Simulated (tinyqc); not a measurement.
## Dead time and true rate from two light levels

Question. A non-paralysable detector measures m = n/(1 + n td); dark counts are negligible. Find td and the true rate at the lower flux.

measured rates at a photon flux and at four times that flux (1/s): 5.2398524e7  1.1735537e8

Solution. 1/m = 1/n + td, so the difference of the inverse rates is 3/(4 n).

td = 5.000 ns
n = 7.100e7 1/s

Computed by the program tinyqc: `OMP_NUM_THREADS=1 python tinyqc.py 2630115 2630116 out.jsonl`, one thread of a shared Intel Xeon 2.30GHz, about 0.01 s for the whole run.
